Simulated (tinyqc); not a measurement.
# Short-channel transistor, virtual-source model with series resistance: several studies

The current per gate width is the charge at the top of the source barrier (the virtual source) times its velocity times a saturation function; al and be are fitting constants of the model. Units: I in uA/um, Rs in ohm um, so I Rs = 1e-6 I Rs in volts; Q in uC/cm^2, so I = 1e-4 Q vx0 Fsat with vx0 in cm/s.

Inputs (values chosen for the exercise):
```
symbol,value,unit,meaning
T,273,K,temperature
Cinv,1.11,uF/cm^2,inversion capacitance
vx0,1.71e7,cm/s,velocity at the virtual source
mu,140,cm^2/(V s),apparent mobility
L,65,nm,channel length
VT0,0.279,V,threshold at zero drain voltage
dl,0.023,V/V,drain-induced barrier lowering
n0,1.26,,subthreshold factor
nd,0.1,1/V,growth of n with drain voltage
al,3.5,,threshold shift (in units of Vt) from weak to strong inversion
be,1.6,,sharpness of saturation
Rs,150,ohm um,series resistance of each contact
```

Constants: q = 1.602176634e-19 C, kB = 1.380649e-23 J/K, Vt = kB T/q. Results are converted to the units shown.

Each table varies one quantity; the others keep the values above.

## Effect of the series resistance of each contact on the on and off currents

Intrinsic voltages Vg' = Vgs - I Rs, Vd' = Vds - 2 I Rs. n = n0 + nd Vd', VT = VT0 - dl Vd', Ff = 1/(1 + exp((Vg' - VT + al Vt/2)/(al Vt))), Q = Cinv n Vt ln(1 + exp((Vg' - VT + al Vt Ff)/(n Vt))), Vdsat = (vx0 L/mu)(1 - Ff) + Vt Ff, Fsat = u/(1 + u^be)^(1/be) with u = Vd'/Vdsat, and I = Q vx0 Fsat per width. I is solved self-consistently. Ion is I at Vgs = Vds = 0.7 V, Ioff at Vgs = 0, Vds = 0.7 V, and Rlin = Vds/I at Vgs = 0.7 V, Vds = 0.05 V.

Effect of the series resistance of each contact on the on and off currents:
```
Rs (ohm um),Ion (uA/um),Ioff (nA/um),log10(Ion/Ioff),Rlin (ohm um)
0,504.6,153.9,3.516,994.1
25,480.9,153.9,3.495,1046
50,459.4,153.9,3.475,1099
100,422.1,153.9,3.438,1202
150,390.8,153.8,3.405,1306
200,364.2,153.8,3.374,1408
300,321.1,153.7,3.320,1613
400,287.7,153.6,3.272,1817
```

What does the table show?

As Rs goes from 0 to 400 ohm um, Ion falls from 505 to 288 uA/um, Ioff stays near 154 nA/um and Rlin rises from 994 to 1820 ohm um. Ion changes by a factor of 0.570 and Ioff by 0.998. The off current drops so little voltage over Rs that it changes by under 1 %.

## Effect of the apparent mobility on the on and off currents

Same model as above.

Effect of the apparent mobility on the on and off currents:
```
mu (cm^2/(V s)),Ion (uA/um),Ioff (nA/um),log10(Ion/Ioff),Rlin (ohm um)
50,204.9,147.6,3.142,3082
85,296.2,151.8,3.290,1945
140,390.8,153.8,3.405,1306
240,485.3,154.9,3.496,893.0
410,555.7,155.4,3.553,652.1
700,598.9,155.7,3.585,509.6
1200,621.6,155.8,3.601,424.3
2000,631.8,155.9,3.608,375.6
```

What does the comparison show?

As mu goes from 50 to 2000 cm^2/(V s), Ion rises from 205 to 632 uA/um, Ioff rises from 148 to 156 nA/um and Rlin falls from 3080 to 376 ohm um. Ion changes by a factor of 3.08 and Ioff by 1.06.

## Effect of the channel length on the on and off currents

Same model as above.

mu, vx0, VT0, dl and n0 are held fixed.

Effect of the channel length on the on and off currents:
```
L (nm),Ion (uA/um),Ioff (nA/um),log10(Ion/Ioff),Rlin (ohm um)
10,612.0,155.7,3.594,462.5
15,589.7,155.6,3.579,540.8
24,547.2,155.3,3.547,679.8
36,493.3,154.9,3.503,863.7
55,421.8,154.2,3.437,1153
85,339.7,152.9,3.347,1610
130,260.9,150.6,3.239,2293
200,190.6,146.4,3.114,3356
```

What does the comparison show?

As L goes from 10 to 200 nm, Ion falls from 612 to 191 uA/um, Ioff falls from 156 to 146 nA/um and Rlin rises from 463 to 3360 ohm um. Ion changes by a factor of 0.311 and Ioff by 0.940. At L = 200 nm the channel is long for this model, whose fixed vx0 belongs to short devices.

Program tinyqc, `OMP_NUM_THREADS=1 python tinyqc.py 2380149 2380150 out.jsonl`; Intel Xeon 2.30GHz, shared host, one thread, about 0.01 s.
